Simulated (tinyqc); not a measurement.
# Resistance of a tapered via with liner, size effect and interface: several studies

A round via whose diameter grows from db at the bottom as D(z) = db + 2 z/tan(ang). The fill, of diameter D - 2 tl, starts above the bottom liner (thickness fb tl) and has rho = rho0 (1 + ks lam/(D - 2 tl)); the sidewall liner conducts in parallel with it. The bottom liner and the interface are crossed over the full area pi db^2/4. Spreading in the lines above and below is left out.

Values chosen for this exercise; fill metal close to copper: diameter at the bottom db = 55 nm; height hv = 170 nm; sidewall angle ang = 86 degrees; bulk resistivity of the fill rho0 = 1.68 uohm cm; mean free path of the fill lam = 40.1 nm; size-effect factor ks = 0.7; liner on the sidewall tl = 1.8 nm; liner at the bottom over that on the sidewall fb = 0.7; resistivity of the liner rl = 290 uohm cm; interface resistivity at the bottom ri = 1.4e-12 ohm cm^2; ballistic conductance per area, about 3/(4 rho0 lam) Sb = 1.1e15 S/m^2; bulk resistivity of the second fill (close to cobalt) rho2 = 6.11 uohm cm; its mean free path lam2 = 11.9 nm; its liner tl2 = 1.3 nm.

Each table varies one quantity; the others keep the values above.

## Via resistance against the diameter at the bottom

Slices between z0 = fb tl and hv, evaluated at their midpoints: conductance per length pi/4 [(D - 2 tl)^2/rho + (D^2 - (D - 2 tl)^2)/rl], slice resistance = slice height over that. 2000 slices. R_fill = sum of the slices; R_bottom = rl fb tl/(pi db^2/4); R_interface = ri/(pi db^2/4); ballistic (Sharvin) limit 1/(Sb pi (db - 2 tl)^2/4); ideal cylinder rho0 hv/(pi db^2/4).

Result of one run:

| db (nm) | R_fill (ohm) | R_bottom (ohm) | R_interface (ohm) | R (ohm) | ballistic limit (ohm) | R over ideal cylinder | largest part |
|---|---|---|---|---|---|---|---|
| 42 | 2.389 | 2.637 | 0.1011 | 5.127 | 0.7850 | 2.487 | bottom liner |

What becomes of these results when the diameter at the bottom db is changed from 42 to 58 nm, all else the same?

Result of the changed run:

| db (nm) | R_fill (ohm) | R_bottom (ohm) | R_interface (ohm) | R (ohm) | ballistic limit (ohm) | R over ideal cylinder | largest part |
|---|---|---|---|---|---|---|---|
| 58 | 1.214 | 1.383 | 0.05299 | 2.650 | 0.3911 | 2.452 | bottom liner |

The whole series:

| db (nm) | R_fill (ohm) | R_bottom (ohm) | R_interface (ohm) | R (ohm) | ballistic limit (ohm) | R over ideal cylinder | largest part |
|---|---|---|---|---|---|---|---|
| 6 | 327.5 | 129.2 | 4.951 | 461.7 | 201.0 | 4.571 | fill |
| 8.3 | 109.5 | 67.53 | 2.588 | 179.6 | 52.40 | 3.403 | fill |
| 11 | 49.66 | 38.45 | 1.473 | 89.58 | 21.14 | 2.981 | fill |
| 16 | 19.73 | 18.17 | 0.6963 | 38.60 | 7.528 | 2.717 | fill |
| 22 | 9.584 | 9.612 | 0.3683 | 19.56 | 3.419 | 2.604 | bottom liner |
| 30 | 4.882 | 5.169 | 0.1981 | 10.25 | 1.661 | 2.537 | bottom liner |
| 42 | 2.389 | 2.637 | 0.1011 | 5.127 | 0.7850 | 2.487 | bottom liner |
| 58 | 1.214 | 1.383 | 0.05299 | 2.650 | 0.3911 | 2.452 | bottom liner |
| 80 | 0.6223 | 0.7269 | 0.02785 | 1.377 | 0.1983 | 2.424 | bottom liner |

R falls from 462 to 1.38 ohm. The fill is the largest part at db = 6, the bottom liner from 22 on. R goes as db^(-2.91) between the first two rows and db^(-2.04) between the last two; area alone gives -2. For db = 6 the ballistic limit exceeds half of R_fill, so the diffusive model understates R.

## Via resistance against the liner on the sidewall

Same model as above.

2000 slices.

The same in every row: R_interface (ohm) = 0.058927.

Via resistance against the liner on the sidewall:

| tl (nm) | R_fill (ohm) | R_bottom (ohm) | R (ohm) | ballistic limit (ohm) | R over ideal cylinder | largest part |
|---|---|---|---|---|---|---|
| 0 | 1.2030 | 0 | 1.2619 | 0.38264 | 1.0498 | fill |
| 0.6 | 1.2511 | 0.51266 | 1.8227 | 0.39990 | 1.5163 | fill |
| 1.1 | 1.2935 | 0.93988 | 2.2923 | 0.41519 | 1.9069 | fill |
| 1.7 | 1.3473 | 1.4525 | 2.8588 | 0.43473 | 2.3782 | bottom liner |
| 2.3 | 1.4047 | 1.9652 | 3.4288 | 0.45568 | 2.8524 | bottom liner |
| 2.9 | 1.4659 | 2.4779 | 4.0027 | 0.47818 | 3.3298 | bottom liner |
| 3.4 | 1.5201 | 2.9051 | 4.4841 | 0.49822 | 3.7302 | bottom liner |
| 4 | 1.5893 | 3.4178 | 5.0660 | 0.52399 | 4.2143 | bottom liner |

What does the table show?

R rises from 1.26 to 5.07 ohm. The fill is the largest part at tl = 0, the bottom liner from 1.7 on. The share of the two bottom terms goes from 4.67 to 68.6 %.

## Two fill metals against the diameter

2000 slices. R_fill = sum of the slices; R_bottom = rl fb tl/(pi db^2/4); R_interface = ri/(pi db^2/4). The second fill has rho2, lam2 and tl2 in place of rho0, lam and tl.

Two fill metals against the diameter:

| db (nm) | R, first fill (ohm) | R, second fill (ohm) | ratio second/first |
|---|---|---|---|
| 6 | 461.7 | 398.7 | 0.8636 |
| 8.5 | 168.8 | 180.1 | 1.067 |
| 12 | 73.22 | 88.72 | 1.212 |
| 17 | 33.85 | 45.09 | 1.332 |
| 24 | 16.30 | 23.44 | 1.438 |
| 35 | 7.456 | 11.51 | 1.544 |
| 49 | 3.740 | 6.092 | 1.629 |
| 70 | 1.807 | 3.084 | 1.707 |
| 100 | 0.8754 | 1.551 | 1.772 |

The ratio goes from 0.864 to 1.77. The two fills give the same R at db = 7.46 nm; below it the second gives the lower R.

Computed by the program tinyqc: `OMP_NUM_THREADS=1 python tinyqc.py 2750039 2750040 out.jsonl`, one thread of a shared Intel Xeon 2.30GHz, about 0.01 s for the whole run.
